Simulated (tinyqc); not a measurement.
Worked calculation (part 2 of 2): UKS/LDA (VWN5) in the sto-3g basis, for BeH, spin multiplicity 2. Computed by tinyqc, a small Python program that keeps every step (integrals from PySCF). Command: `OMP_NUM_THREADS=1 python tinyqc.py 29615 29616 out.jsonl` (the two numbers bound the seeds that draw the settings). One thread of a shared host (Intel(R) Xeon(R) Processor @ 2.60GHz), about 1 s of CPU time with the checks.

Geometry (angstrom):
```
atom        x        y        z
Be    0.00000  0.00000  0.00000
H     0.00000  0.00000  2.29200
```

## Iteration 2: diagonalisation and new density

F(alpha) (hartree):
```
           1Be 1s    1Be 2s   1Be 2px   1Be 2py   1Be 2pz     2H 1s
1Be 1s   -3.89535  -1.15525   0.00000   0.00000   0.00327  -0.03630
1Be 2s   -1.15525  -0.60322   0.00000   0.00000   0.04414  -0.06015
1Be 2px   0.00000   0.00000  -0.14189   0.00000   0.00000   0.00000
1Be 2py   0.00000   0.00000   0.00000  -0.14189   0.00000   0.00000
1Be 2pz   0.00327   0.04414   0.00000   0.00000  -0.12370  -0.05264
2H 1s    -0.03630  -0.06015   0.00000   0.00000  -0.05264   0.28473
```

F(beta) (hartree):
```
           1Be 1s    1Be 2s   1Be 2px   1Be 2py   1Be 2pz     2H 1s
1Be 1s   -3.87341  -1.14593   0.00000   0.00000   0.00035  -0.03607
1Be 2s   -1.14593  -0.53350   0.00000   0.00000   0.01992  -0.05757
1Be 2px   0.00000   0.00000  -0.07184   0.00000   0.00000   0.00000
1Be 2py   0.00000   0.00000   0.00000  -0.07184   0.00000   0.00000
1Be 2pz   0.00035   0.01992   0.00000   0.00000  -0.05653  -0.05024
2H 1s    -0.03607  -0.05757   0.00000   0.00000  -0.05024   0.28810
```

X:
```
           1Be 1s    1Be 2s  1Be 2px  1Be 2py   1Be 2pz     2H 1s
1Be 1s    1.02693  -0.13749  0.00000  0.00000  -0.00265   0.01334
1Be 2s   -0.13749   1.03794  0.00000  0.00000   0.01543  -0.08841
1Be 2px   0.00000   0.00000  1.00000  0.00000   0.00000   0.00000
1Be 2py   0.00000   0.00000  0.00000  1.00000   0.00000   0.00000
1Be 2pz  -0.00265   0.01543  0.00000  0.00000   1.02094  -0.12073
2H 1s     0.01334  -0.08841  0.00000  0.00000  -0.12073   1.03176
```

Diagonalise F' = X^T F X, C = X C', fill 3 alpha and 2 beta electrons from the bottom; D(s) = C_occ C_occ^T. Each column has its largest component positive (the first on a tie).

F' = X^T F X (alpha) (hartree):
```
          1         2         3         4         5         6
1  -3.79389  -0.61585   0.00000   0.00000  -0.00698   0.02088
2  -0.61585  -0.37988   0.00000   0.00000   0.05382  -0.05991
3   0.00000   0.00000  -0.14189   0.00000   0.00000   0.00000
4   0.00000   0.00000   0.00000  -0.14189   0.00000   0.00000
5  -0.00698   0.05382   0.00000   0.00000  -0.11031  -0.08145
6   0.02088  -0.05991   0.00000   0.00000  -0.08145   0.32263
```

orbital energies (alpha) (hartree): MO1 -3.90161, MO2 -0.29098, MO3 -0.14189, MO4 -0.14189, MO5 -0.11460, MO6 0.34575

coefficients C (alpha):
```
              MO1       MO2       MO3      MO4       MO5       MO6
1Be 1s    0.98787  -0.29935   0.00000  0.00000  -0.07412   0.05175
1Be 2s    0.04353   0.99817   0.00000  0.00000   0.24915  -0.20967
1Be 2px   0.00000   0.00000  -0.05682  0.99838   0.00000   0.00000
1Be 2py   0.00000   0.00000   0.99838  0.05682   0.00000   0.00000
1Be 2pz  -0.00036  -0.25844   0.00000  0.00000   0.94519  -0.31139
2H 1s    -0.00452   0.01109   0.00000  0.00000   0.08177   1.03936
```

F' = X^T F X (beta) (hartree):
```
          1         2         3         4         5         6
1  -3.77207  -0.61868   0.00000   0.00000  -0.00683   0.02106
2  -0.61868  -0.30821   0.00000   0.00000   0.03019  -0.06071
3   0.00000   0.00000  -0.07184   0.00000   0.00000   0.00000
4   0.00000   0.00000   0.00000  -0.07184   0.00000   0.00000
5  -0.00683   0.03019   0.00000   0.00000  -0.04158  -0.08542
6   0.02106  -0.06071   0.00000   0.00000  -0.08542   0.32616
```

orbital energies (beta) (hartree): MO1 -3.87928, MO2 -0.21128, MO3 -0.07184, MO4 -0.07184, MO5 -0.05868, MO6 0.35355

coefficients C (beta):
```
              MO1       MO2       MO3      MO4       MO5       MO6
1Be 1s    0.98837  -0.30469   0.00000  0.00000  -0.03235   0.05411
1Be 2s    0.04189   1.02178   0.00000  0.00000   0.10586  -0.21740
1Be 2px   0.00000   0.00000   1.00000  0.00142   0.00000   0.00000
1Be 2py   0.00000   0.00000  -0.00142  1.00000   0.00000   0.00000
1Be 2pz   0.00068  -0.13050   0.00000  0.00000   0.96071  -0.34226
2H 1s    -0.00453   0.02621   0.00000  0.00000   0.11327   1.03613
```

D(alpha) after iteration 2:
```
           1Be 1s    1Be 2s   1Be 2px   1Be 2py   1Be 2pz     2H 1s
1Be 1s    1.06551  -0.25580   0.00000   0.00000   0.07701  -0.00779
1Be 2s   -0.25580   0.99823   0.00000   0.00000  -0.25798   0.01087
1Be 2px   0.00000   0.00000   0.00323  -0.05673   0.00000   0.00000
1Be 2py   0.00000   0.00000  -0.05673   0.99677   0.00000   0.00000
1Be 2pz   0.07701  -0.25798   0.00000   0.00000   0.06679  -0.00286
2H 1s    -0.00779   0.01087   0.00000   0.00000  -0.00286   0.00014
```

D(beta) after iteration 2:
```
           1Be 1s    1Be 2s  1Be 2px  1Be 2py   1Be 2pz     2H 1s
1Be 1s    1.06971  -0.26993  0.00000  0.00000   0.04044  -0.01246
1Be 2s   -0.26993   1.04580  0.00000  0.00000  -0.13331   0.02659
1Be 2px   0.00000   0.00000  0.00000  0.00000   0.00000   0.00000
1Be 2py   0.00000   0.00000  0.00000  0.00000   0.00000   0.00000
1Be 2pz   0.04044  -0.13331  0.00000  0.00000   0.01703  -0.00342
2H 1s    -0.01246   0.02659  0.00000  0.00000  -0.00342   0.00071
```

Within a degenerate level the vectors are fixed only up to a rotation; this is one choice.

## Convergence

Stop when the energy changes by less than 1e-09 hartree and every element of the error matrix X^T (F D S - S D F) X (for each spin) is below 9e-06.

Course of the cycle:
```
iteration  E (hartree)     change  largest element of the error matrix
1          -14.2551354          -                             1.36e-01
2          -14.4027329  -1.48e-01                             1.76e-01
3          -14.1655297   2.37e-01                             1.19e-01
4          -14.2734638  -1.08e-01                             1.40e-01
5          -14.0762405   1.97e-01                             1.53e-01
6          -14.2497083  -1.73e-01                             1.40e-01
7          -14.0781990   1.72e-01                             1.54e-01
8          -14.2496550  -1.71e-01                             1.40e-01
9          -14.0782063   1.71e-01                             1.54e-01
10         -14.2496542  -1.71e-01                             1.40e-01
11         -14.0782064   1.71e-01                             1.54e-01
12         -14.2496544  -1.71e-01                             1.40e-01
13         -14.0782063   1.71e-01                             1.54e-01
14         -14.2496544  -1.71e-01                             1.40e-01
...                ...        ...                                  ...
58         -14.2496541  -1.71e-01                             1.40e-01
59         -14.0782064   1.71e-01                             1.54e-01
60         -14.2496544  -1.71e-01                             1.40e-01
61         -14.0782063   1.71e-01                             1.54e-01
62         -14.2496541  -1.71e-01                             1.40e-01
63         -14.0782063   1.71e-01                             1.54e-01
64         -14.2496539  -1.71e-01                             1.40e-01
65         -14.0782064   1.71e-01                             1.54e-01
66         -14.2496543  -1.71e-01                             1.40e-01
67         -14.0782063   1.71e-01                             1.54e-01
68         -14.2496534  -1.71e-01                             1.40e-01
69         -14.0782064   1.71e-01                             1.54e-01
70         -14.2496536  -1.71e-01                             1.40e-01
71         -14.0782065   1.71e-01                             1.54e-01
```

PySCF UKS in the same basis, fine grid, after a stability check = -14.6965215 hartree

Not converged within the cap of 71 iterations: the residual has stopped falling: the iteration swings between two states. Reruns (cap 100 unless said): DIIS 8: converged in 12; damping 0.5: converged in 34; level shift 0.5: converged in 58; atomic densities as start, DIIS 8: converged in 9; the original settings with a cap of 400: not converged.
